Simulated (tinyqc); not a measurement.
Input admittance of a MOSFET at zero drain bias: distributed channel and distributed gate: two steps of the calculation.

Source and drain grounded, strong inversion, w = 2 pi f, Cox = eps0 eox/tox. The channel is an RC line of resistance 1/(mu Cox Vo) per square fed from both ends, so one finger has the intrinsic admittance y = i w Cox L tanh(g)/g per width, g = (1/2) sqrt(i w tau), tau = L^2/(mu Vo). The vertical resistance rv/L is in series with y, the overlaps 2 i w Cov in parallel: y_t = 1/(1/y + rv/L) + 2 i w Cov. The gate strip is a line of Rsh/L per length loaded by y_t, so a finger has Y = y_t Wf tanh(k)/k, k = (Wf/sd) sqrt(y_t Rsh/L); the device has Nf Y.

Values chosen for this exercise; values of the order met in silicon radio-frequency transistors:
```
symbol  value        unit                                                                 meaning
eox       3.9              relative permittivity of the gate insulator (close to silicon dioxide)
tox       4.1          nm                                                     insulator thickness
L        0.25          um                                                          channel length
Wf        6.5          um                                                            finger width
Nf          8                                                                   number of fingers
mu        100  cm^2/(V s)                                                        channel mobility
Vo       0.59           V                                                          gate overdrive
Rsh        21  ohm/square                                            sheet resistance of the gate
rv          1    ohm um^2                                  vertical resistivity of the gate stack
sd          1                                       number of ends at which a finger is contacted
Cov      0.22       fF/um                             overlap and fringe capacitance on each side
f          14         GHz                                                               frequency
```

Constants: eps0 = 8.8541878128e-14 F/cm where lengths are in cm. Results are converted to the units shown.

Task 1. Low-frequency resistances and capacitance. Low-frequency limits, with c = Cox L and ct = c + 2 Cov: R_strip = Rsh Wf/(3 sd^2 L Nf), R_ch = (c/ct)^2 L/(12 mu Cox Vo Wf Nf), R_vert = (c/ct)^2 rv/(L Wf Nf), C = ct Wf Nf.

Wanted: parts; sum; C; 1/(2 pi R C).

Result 1.

parts (ohm): strip 22.75, channel 5.516, vertical 0.05263
sum = 28.32 ohm
C = 132.4 fF
1/(2 pi R C) = 42.46 GHz

The strip term is the largest, 80.3 % of the sum.

Task 2. Admittance of the channel and stack per width. tau, g, c = Cox L, y and y_t as defined.

Wanted: tau; g; c; y; y_t.

Result 2.

tau = 10.59 ps
g = 0.3413+0.3413i
c = 2.106 fF/um
y = 14.3+183.9i uS/um
y_t = 14.4+222.6i uS/um

w tau = 0.932, and Im y is 0.993 of w c.

Program tinyqc, `OMP_NUM_THREADS=1 python tinyqc.py 2262081 2262082 out.jsonl`; Intel Xeon 2.30GHz, shared host, one thread, about 0.01 s.
